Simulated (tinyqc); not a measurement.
# Front-illuminated p-i-n photodiode, quantum efficiency and bandwidth, step by step

Numbers from tinyqc (`OMP_NUM_THREADS=1 python tinyqc.py 2250047 2250048 out.jsonl`; about 0.01 s on one thread of a shared Intel Xeon 2.30GHz). Printed values are rounded.

Light enters through a p layer (0 to xp), a depleted layer (xp to xp + wi) and a thick n substrate, decaying as exp(-al x); one pass, no back reflection. Carriers made in the depleted layer are all collected; those in the neutral layers diffuse.

Inputs (values chosen for the exercise); values close to those of gallium arsenide at this wavelength: wavelength lam = 850 nm; absorption coefficient al = 9970 1/cm; reflectance of the front face Rf = 0.1; relative permittivity eps_r = 12.7; thickness of the front p layer xp = 0.22 um; thickness of the depleted layer wi = 0.83 um; electron diffusion coefficient in the p layer Dn = 59 cm^2/s; electron diffusion length in the p layer Ln = 4 um; recombination velocity of the front surface S = 5e6 cm/s; hole diffusion length in the thick n substrate Lp = 3.7 um; electron drift velocity ve = 7.92e6 cm/s; hole drift velocity vh = 5.74e6 cm/s; diameter dia = 29 um; load resistance RL = 50 ohm; parasitic capacitance Cp = 100 fF; modulation frequency f = 15 GHz.

Constants: q = 1.602176634e-19 C, h = 6.62607015e-34 J s, c = 299792458 m/s, eps0 = 8.8541878128e-14 F/cm where lengths are in cm. Results are converted to the units shown.

## Quantum efficiency

k = al Ln, s = S Ln/Dn, e = exp(-al xp); front layer f1 = (k/(k^2 - 1)) {[s + k - e (s cosh(xp/Ln) + sinh(xp/Ln))]/[s sinh(xp/Ln) + cosh(xp/Ln)] - k e}; depleted layer f2 = e (1 - exp(-al wi)); substrate f3 = e exp(-al wi) al Lp/(1 + al Lp); external efficiency (1 - Rf)(f1 + f2 + f3); responsivity = efficiency q lam/(h c).

s = 33.89831
f1 = 0.1304497
f2 = 0.4520068
f3 = 0.2761752
external efficiency = 0.7727686
responsivity = 0.5297879 A/W

The front layer absorbs 19.7 % of the light that enters and collects 66.2 % of that. Diffusion from the neutral layers makes up 47.4 % of the current.

## Response at one frequency

Drift response for pairs made in the depleted layer, a = al wi, g = 1 - exp(-a), u = 2 pi i f, te = wi/ve, th = wi/vh: electrons He = [g - a (exp(-a) - exp(-u te))/(u te - a)]/(u te g), holes Hh = [g - a (1 - exp(-a - u th))/(a + u th)]/(u th g); C = eps0 eps_r pi (dia/2)^2/wi + Cp; total |He + Hh|/sqrt(1 + (2 pi f RL C)^2), for the current of the depleted layer alone.

te = 10.47980 ps
th = 14.45993 ps
He = 0.5188022-0.1891074i
Hh = 0.3759401-0.1669296i
|He + Hh| = 0.9629777
C = 189.4871 fF
total response = 0.7182929

The drift response alone falls to 1/sqrt(2) at 45.4 GHz and the RC term alone at 16.8 GHz; together they give 15.5 GHz.
